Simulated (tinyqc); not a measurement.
Inside a calculation: eight-band Kane k.p model. Values are carried at full precision from step to step, so a last printed digit may differ when a step is redone from the rounded ones.

Constants: hbar^2/2m0 = 3.80998211 eV angstrom^2.

Values chosen for the exercise (near those of CdTe; not measured data): Eg = 1.627 eV (gap at Gamma to the s-like level); Dso = 0.916 eV (spin-orbit splitting); Ep = 18.9 eV (Kane energy); me = 0.096 m0 (electron mass at Gamma); g1 = 5.29 (Luttinger gamma1); g2 = 1.71 (gamma2); g3 = 2 (gamma3); k = (0.048, 0.043, 0) 1/angstrom (wave vector); kmax = 0.08 1/angstrom (end of the path).

## Derived values

P = sqrt(Ep c); A = 1/me - Ep (Eg + 2 Dso/3)/(Eg (Eg + Dso)) keeps the electron mass; g1' = g1 - Ep/(3 Eg), g2' = g2 - Ep/(6 Eg), g3' = g3 - Ep/(6 Eg) remove the coupling to S that the Luttinger values already hold; L = -c (g1' + 4 g2'), M = -c (g1' - 2 g2'), N = -6 c g3'. c = hbar^2/2m0.

P = 8.4858 eV angstrom
A = 0.1950

g1', g2', g3': [1.4178, -0.2261, 0.0639]

L, M, N (eV angstrom^2): [-1.9565, -7.1247, -1.4612]

The coupling to the valence bands supplies 10.22, against 1/me = 10.42; A makes up the difference. A > 0 and L, M < 0: every diagonal term bends away from the gap.

## The Hamiltonian at one k

Eight-band Kane model, basis S, X, Y, Z times spin, zero of energy at the top of the unstrained valence band, c = hbar^2/2m0. Within each spin: H_SS = Eg + A c k^2, H_SX = i P kx (likewise Y, Z), H_XX = -Dso/3 + L kx^2 + M (ky^2 + kz^2), H_XY = N kx ky, and cyclic. Spin-orbit term (Dso/3) L.sigma on X, Y, Z with (L_k)_ij = -i epsilon_kij: <X+|H|Y+> = -i Dso/3, <X+|H|Z-> = Dso/3, <Y+|H|Z-> = -i Dso/3, <Z+|H|X-> = -Dso/3, <Z+|H|Y-> = i Dso/3, <X-|H|Y-> = i Dso/3, and their conjugates; + and - are the spin along z. Terms from inversion asymmetry are left out, so every level is twofold.

Fill in the matrix.

H(k) (eV), rows S+, X+, Y+, Z+, S-, X-, Y-, Z- and columns alike:
```
[[1.6301, 0.4073i, 0.3649i, 0, 0, 0, 0, 0],
 [-0.4073i, -0.3230, -0.0030-0.3053i, 0, 0, 0, 0, 0.3053],
 [-0.3649i, -0.0030+0.3053i, -0.3254, 0, 0, 0, 0, -0.3053i],
 [0, 0, 0, -0.3349, 0, -0.3053, 0.3053i, 0],
 [0, 0, 0, 0, 1.6301, 0.4073i, 0.3649i, 0],
 [0, 0, 0, -0.3053, -0.4073i, -0.3230, -0.0030+0.3053i, 0],
 [0, 0, 0, -0.3053i, -0.3649i, -0.0030-0.3053i, -0.3254, 0],
 [0, 0.3053, 0.3053i, 0, 0, 0, 0, -0.3349]]
```

## Levels and orbital character

Diagonalise H; the levels come in pairs. The weights are summed over spin and averaged over each pair.

levels, each twofold (eV): [-0.9799, -0.1283, -0.0226, 1.7776]

weights, rows S, X, Y, Z; columns pair 1, pair 2, pair 3, pair 4:
```
[[0.017, 0.053, 0.000, 0.930],
 [0.344, 0.378, 0.240, 0.038],
 [0.336, 0.343, 0.290, 0.031],
 [0.303, 0.226, 0.470, 0.001]]
```

The conduction pair has 7.0 % valence character at this k; the valence pair with most S character is pair 2 (5.3 %).

## Bands along [110] and [111]

The same diagonalisation at six points |k| = 0, kmax/5, ..., kmax along each direction.

Levels (eV):
```
direction  |k| (1/angstrom)   pair 1   pair 2   pair 3  pair 4
[110]                 0.000  -0.9160   0.0000   0.0000  1.6270
[110]                 0.016  -0.9198  -0.0089  -0.0014  1.6371
[110]                 0.032  -0.9313  -0.0346  -0.0056  1.6667
[110]                 0.048  -0.9509  -0.0750  -0.0125  1.7137
[110]                 0.064  -0.9790  -0.1268  -0.0222  1.7757
[110]                 0.080  -1.0163  -0.1868  -0.0346  1.8497
[111]                 0.000  -0.9160   0.0000   0.0000  1.6270
[111]                 0.016  -0.9198  -0.0090  -0.0013  1.6371
[111]                 0.032  -0.9314  -0.0351  -0.0050  1.6666
[111]                 0.048  -0.9510  -0.0759  -0.0113  1.7136
[111]                 0.064  -0.9794  -0.1282  -0.0201  1.7754
[111]                 0.080  -1.0172  -0.1884  -0.0315  1.8491
```

At kmax the conduction band lies 0.6 meV and the top valence band 3.1 meV apart between the two directions. k.p holds near Gamma; the zone edge lies near 1 1/angstrom.

## Masses at Gamma

m*/m0 = c h^2/(E(h) - E(0)) with |k| = h = 0.0001 1/angstrom; negative values are hole-like.

Masses (m0):
```
direction  pair 1  pair 2  pair 3  pair 4
[110]      -0.257  -0.109  -0.701   0.096
[111]      -0.257  -0.108  -0.775   0.096
```

Without strain the limits are known: me for pair 4, -1/(g1 -/+ 2 g2) for the heavy and light holes along [100], -1/(g1 -/+ 2 g3) along [111], and -1/(g1 - Ep Dso/(3 Eg (Eg + Dso))) = -0.257 for the split-off band.

## Checks

- Electron mass of the unstrained model by finite differences against the input me: both 0.09600.
- Heavy-hole mass along [100] against 1/(g1 - 2 g2): both 0.5348.
- Light-hole mass along [100] against 1/(g1 + 2 g2): both 0.1148.

tinyqc: `OMP_NUM_THREADS=1 python tinyqc.py 1081325 1081326 out.jsonl`; about 0.01 s, one thread, shared Intel(R) Xeon(R) Processor @ 2.30GHz.
